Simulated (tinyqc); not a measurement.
Stretching all distances: RHF, UHF, MP2, CISD and CCSD against full CI in the sto-6g basis, for H2, spin multiplicity 1. Computed by the program tinyqc with PySCF. All coordinates are multiplied by the scale. c0^2 is the weight of the RHF determinant in the lowest singlet FCI state (UHF is spin-contaminated and may lie near states of higher spin) and n(LUMO) the first natural occupation beyond the occupied space.

Geometry (angstrom):

| atom | x | y | z |
|---|---|---|---|
| H | 0.0000 | 0.0000 | 0.0000 |
| H | 0.0000 | 0.0000 | 0.6330 |

Full CI energy (hartree) and errors against it (kcal/mol):

| scale | distance 1-2 (angstrom) | E(FCI) | RHF | UHF | MP2 | CISD | CCSD | <S^2> UHF | c0^2 | n(LUMO) |
|---|---|---|---|---|---|---|---|---|---|---|
| 1.0000 | 0.6330 | -1.135311 | 10.2495 | 10.2495 | 3.4303 | 0.0000 | 0.0000 | 0.0000 | 0.9914 | 0.0171 |
| 1.2500 | 0.7913 | -1.143391 | 14.3908 | 14.3908 | 5.3433 | 0.0000 | 0.0000 | 0.0000 | 0.9848 | 0.0305 |
| 1.5100 | 0.9558 | -1.118069 | 20.2523 | 20.2523 | 8.2179 | 0.0000 | 0.0000 | 0.0000 | 0.9732 | 0.0537 |
| 1.7600 | 1.1141 | -1.083533 | 27.7403 | 27.7403 | 12.0569 | 0.0000 | 0.0000 | 0.0000 | 0.9553 | 0.0893 |
| 2.2700 | 1.4369 | -1.016998 | 49.6655 | 27.9172 | 23.6159 | 0.0000 | 0.0000 | 0.6252 | 0.8905 | 0.2191 |
| 2.5300 | 1.6015 | -0.991946 | 64.1328 | 20.7157 | 31.0327 | 0.0000 | 0.0000 | 0.7859 | 0.8423 | 0.3154 |

Estimate the missing row, scale = 2.02.

Computed row:
```
scale   distance 1-2 (angstrom)     E(FCI)      RHF      UHF      MP2    CISD    CCSD  <S^2> UHF    c0^2  n(LUMO)
2.0200                   1.2787  -1.047382  37.7678  32.2781  17.3349  0.0000  0.0000     0.3580  0.9275   0.1450
```

UHF parts from RHF first at scale 2.02 of those listed, where <S^2> leaves zero. The weight c0^2 goes from 0.99 to 0.84 and n(LUMO) from 0.02 to 0.32: static correlation grows as the bonds break into open-shell fragments. The spread of the error along the curve, which distorts its shape, is CISD 0.0, CCSD 0.0, UHF 22.0, MP2 27.6, RHF 53.9 kcal/mol. With two electrons CISD and CCSD are exact.
